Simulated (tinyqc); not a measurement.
Space-charge-limited current with shallow traps: effect of the thickness.

One carrier type, drift only, an injecting contact at x = 0 (zero field) and thickness L. The share th = y/(1 + y), y = (Nc/Nt) exp(-Et/kB T), of the injected charge is free: J = q mu n F, eps0 eps_r dF/dx = q (n - n0)/th.

Ohmic J = q n0 mu V/L; Mott-Gurney J = (9/8) th eps0 eps_r mu V^2/L^3; they cross at Vx = 8 q n0 L^2/(9 th eps0 eps_r); traps fill at V_TFL = q Nt L^2/(2 eps0 eps_r). Exact: with u = n0/n(L), w = -u - ln(1 - u) and v = -u - u^2/2 - ln(1 - u), V = (q n0 L^2/(th eps0 eps_r)) v/w^2 and J = q^2 n0^2 mu L/(th eps0 eps_r w).

Parameters, values chosen for the exercise: temperature T = 350 K; relative permittivity eps_r = 24.6; mobility mu = 0.00064 cm^2/(V s); band density of states Nc = 6.8e19 cm^-3; trap density Nt = 2.5e16 cm^-3; trap depth Et = 0.22 eV; free carrier density in equilibrium n0 = 3.4e13 cm^-3; voltage V = 3.1 V.

Constants: q = 1.602176634e-19 C, kB = 1.380649e-23 J/K, Vt = kB T/q, eps0 = 8.8541878128e-14 F/cm where lengths are in cm. Results are converted to the units shown.

Effect of the thickness:

| L (nm) | J (A/cm^2) | ohmic (A/cm^2) | Mott-Gurney (A/cm^2) | d ln J/d ln V |
|---|---|---|---|---|
| 830 | 0.01720 | 1.302e-4 | 0.01710 | 1.994 |
| 1200 | 0.005727 | 9.006e-5 | 0.005659 | 1.988 |
| 1900 | 0.001469 | 5.688e-5 | 0.001426 | 1.971 |
| 2800 | 4.746e-4 | 3.860e-5 | 4.455e-4 | 1.938 |
| 4300 | 1.422e-4 | 2.513e-5 | 1.230e-4 | 1.863 |
| 6500 | 4.855e-5 | 1.663e-5 | 3.561e-5 | 1.725 |
| 9800 | 1.930e-5 | 1.103e-5 | 1.039e-5 | 1.511 |

J falls from 0.0172 to 1.93e-5 A/cm^2, as L^(-2.98) between the first two rows and L^(-2.25) between the last two (space charge -3, ohmic -1). The thickness law marks a bulk-limited current; an electrode-limited one depends on V/L alone.

Range of the model: Diffusion and a field-dependent mobility are left out. With injecting contacts the diffusion current, about 4 pi^2 Vt th eps0 eps_r mu V/L^3, equals the Mott-Gurney current at V = 35 kB T/q (0.9 V at 300 K), so the drift-only result needs V well above that.

Computed by the program tinyqc: `OMP_NUM_THREADS=1 python tinyqc.py 2370115 2370116 out.jsonl`, one thread of a shared Intel Xeon 2.30GHz, about 0.01 s for the whole run.
